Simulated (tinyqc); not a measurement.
# Trap density from the barrier height

Inverse problem. In a partly depleted grain with all boundary traps filled, 2 N W = Qt and VB = q N W^2/(2 eps0 eps_r). Find Qt, W and the doping at which VB would equal Vt.

Values chosen for this exercise: temperature T = 250 K; relative permittivity eps_r = 11.7.

Constants: q = 1.602176634e-19 C, kB = 1.380649e-23 J/K, Vt = kB T/q, eps0 = 8.8541878128e-14 F/cm where lengths are in cm. Results are converted to the units shown.

doping = 1.7e18 cm^-3
barrier height = 0.050150525 V

Answer. Eliminating W gives VB = q Qt^2/(8 eps0 eps_r N), which falls as 1/N.

Qt = 2.10e12 cm^-2
W = 6.18 nm
doping for VB = Vt = 3.96e18 cm^-3

Numbers from tinyqc (`OMP_NUM_THREADS=1 python tinyqc.py 2830188 2830189 out.jsonl`; about 0.01 s on one thread of a shared Intel Xeon 2.30GHz).
